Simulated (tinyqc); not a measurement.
Pressure-driven transition between two phases with analytic equations of state: one step, computed by the program tinyqc.

Each phase obeys E = E0 + (9 B0 V0/h^2) {1 + [h (1 - x) - 1] exp(h (1 - x))}, P = 3 B0 (1 - x) x^-2 exp(h (1 - x)), x = (V/V0)^(1/3), h = (3/2)(B' - 1); E0 = 0 for phase 1 and Delta E0 for phase 2. H = E + P V.

Task: Shift with temperature. Start from P = Delta E0/(V0 of phase 1 - V0 of phase 2); at each P solve P(V) = P for both phases and step P(new) = P - (H_2 - H_1)/(V_2 - V_1); stop when |H_2 - H_1| < 1e-10 eV. At the zero-temperature transition the volume change is V_2/V_1 - 1 and the work is P (V_1 - V_2). At T the condition is H_2 - H_1 - T Delta S = 0, with Delta S constant and thermal expansion left out; the Clausius-Clapeyron slope is dP/dT = Delta S/(V_2 - V_1) at the zero-temperature point.

Inputs (values chosen for the exercise, for two model phases):

| quantity | value | unit |
|---|---|---|
| volume V0 of phase 1 | 16.1 | angstrom^3/atom |
| B0 of phase 1 | 111 | GPa |
| B' of phase 1 | 3.68 | - |
| volume V0 of phase 2 | 11.9 | angstrom^3/atom |
| B0 of phase 2 | 132 | GPa |
| B' of phase 2 | 4.49 | - |
| energy of phase 2 above phase 1, Delta E0 | 0.024 | eV/atom |
| entropy of phase 2 less phase 1, Delta S | 0.22 | k_B/atom |
| temperature T | 1200 | K |

Equation of state: Vinet.

V_2 at the transition = 11.81852 angstrom^3

V_1 at the transition = 15.96894 angstrom^3

transition pressure = 0.9210008 GPa

Constants: k_B = 8.617333262e-05 eV/K; 1 eV/angstrom^3 = 160.2176634 GPa.

Give: Clapeyron slope; transition pressure at T; linear estimate at T.

Result:

Clapeyron slope = -0.7318 MPa/K

transition pressure at T = 0.04771 GPa

linear estimate at T = 0.04280 GPa

The dense phase has the higher entropy, so heating lowers the transition pressure. Caution: a constant Delta S holds only at high temperature; it vanishes as T goes to 0, so the shift counted from T = 0 is somewhat too large.
